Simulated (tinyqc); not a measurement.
## Inductance and parasitic capacitance from two readings

Question. A loss-free coil L in parallel with C shows the apparent inductance L/(1 - w^2 L C), w = 2 pi f. Find L, C and the self-resonance 1/(2 pi sqrt(L C)).

apparent inductance at 4.6 and 11 GHz (nH): [0.70411184, 1.5824691]

Answer. The inverse of the reading is 1/L - w^2 C, a straight line in w^2.

L = 0.6300 nH
C = 200.0 fF
self-resonance = 14.18 GHz

Computed by the program tinyqc: `OMP_NUM_THREADS=1 python tinyqc.py 2302081 2302082 out.jsonl`, one thread of a shared Intel Xeon 2.30GHz, about 0.01 s for the whole run.
